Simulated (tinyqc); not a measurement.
Worked calculation: surface photovoltage measurement of the minority-carrier diffusion length in a wafer. Computed by tinyqc, a small Python program that keeps every step. Command: `OMP_NUM_THREADS=1 python tinyqc.py 3130415 3130416 out.jsonl spv walk`. One thread of a shared host (Intel(R) Xeon(R) Processor @ 2.30GHz), about 0.01 s of CPU time with the checks. Intermediate numbers are printed to about 6 digits and carried at full precision; extremes and crossings named in words are read from the listed rows.

Low injection, steady light, a depletion layer much thinner than 1/alpha and L. The excess density dn is taken at the front edge of the neutral region; light that reaches the back is lost.

Inputs (values chosen for the exercise, modelled on p-type silicon at room temperature):
```
quantity                                             value               unit
diffusion length L                                     570         micrometre
wafer thickness W                                      300         micrometre
diffusivity D                                         33.4             cm^2/s
front recombination velocity S_f                       740               cm/s
back recombination velocity S_b                     530000               cm/s
photon flux entering                               1.2e+11         1/(cm^2 s)
minority density at the surface barrier scale n_0  2.1e+10             1/cm^3
temperature T                                          298                  K
wavelength                                             861                 nm
relative noise of each reading                         0.2                  %
diffusion length after pair splitting over L          0.48                  -
iron factor C                                        1e+16  micrometre^2/cm^3
```

Constants: k_B = 8.617333262e-05 eV/K.

## One wavelength

alpha = (84.732/lambda - 76.417)^2 per cm with lambda in micrometre (an empirical fit for silicon between 0.7 and 1.05 micrometre). Thick wafer: dn = Phi L/((S_f + D/L)(L + 1/alpha)). Finite wafer, with s = S_b L/D, w = W/L, a = alpha L: dn = [Phi a/(a^2 - 1)] [a - B - exp(-alpha W)(a - s)/(cosh w + s sinh w)]/(S_f + B D/L), B = (sinh w + s cosh w)/(cosh w + s sinh w). Photovoltage V = (k_B T/e) ln(1 + dn/n_0). Lifetime = L^2/D.

alpha = 483.743 1/cm

penetration depth 1/alpha = 20.6721 micrometre

dn, thick wafer = 8.73328e+07 1/cm^3

B = 2.06865

dn, finite wafer = 5.69337e+07 1/cm^3

photovoltage V = 0.0695266 mV

lifetime = 97.2754 microsecond

## The linear plot

normal deviates g for the noise: 0.18  0.50  -0.06  -0.13  0.42  0.28  -0.78

Readings y = (Phi/dn) (1 + noise x g) at 780, 830, 880, 920, 950, 975 and 995 nm; a least-squares line y = c (1/alpha + L_app) gives L_app = intercept/slope.

Readings:
```
lambda (nm)  1/alpha (micrometre)  y (cm/s)  line (cm/s)
780                         9.636   2023.05      1990.31
830                        15.176   2066.54      2046.60
880                        25.330   2145.27      2149.76
920                        40.658   2277.61      2305.50
950                        61.278   2478.94      2515.02
975                        90.917   2796.77      2816.17
995                       130.888   3257.46      3222.28
```

slope = 10.1605 cm/(s micrometre)

apparent length L_app = 186.251 micrometre

error of L_app (rounded to 0.001) = -67.324 %

Without noise the error would be -67.5 %, from the finite thickness at W/L = 0.5. S_f scales all readings alike and leaves L_app unchanged.

## Where the wafer is too thin

No noise; L is varied at fixed W, and the last two columns set S_b to 0 and to 1e7 cm/s.

Apparent length (micrometre):
```
L         W/L  given S_b  S_b = 0  S_b = 1e7
15    20.0000     15.000   15.000     15.000
30    10.0000     29.999   30.000     29.999
60     5.0000     59.709   60.124     59.704
90     3.3333     87.156   91.495     87.127
150    2.0000    127.883  163.544    127.752
240    1.2500    159.062  292.811    158.788
390    0.7692    177.989  510.881    177.600
630    0.4762    186.675  759.673    186.224
1200   0.2500    190.937  993.410    190.454
```

With a fast back surface L_app levels off, at 190 micrometre in the last row; with a passive one it reaches up to 1.31 times L among these rows and is 993 in the last. All three columns are within 5 % of L down to W/L = 3.3.

## Iron from two lengths

Splitting iron-boron pairs in boron-doped silicon shortens L; with nothing else changing, [Fe] = C (1/L_after^2 - 1/L^2). It is evaluated with the true lengths and with the apparent ones (without noise), which differ when the wafer is not thick against L.

L_after = 273.6 micrometre

[Fe] from the true lengths = 1.02809e+11 1/cm^3

[Fe] from the apparent lengths = 7.43238e+10 1/cm^3

bias, apparent over true less 1 (rounded to 0.001) = -27.707 %

Checks made by the program: dn against a finite-difference solution (relative difference 1e-06).
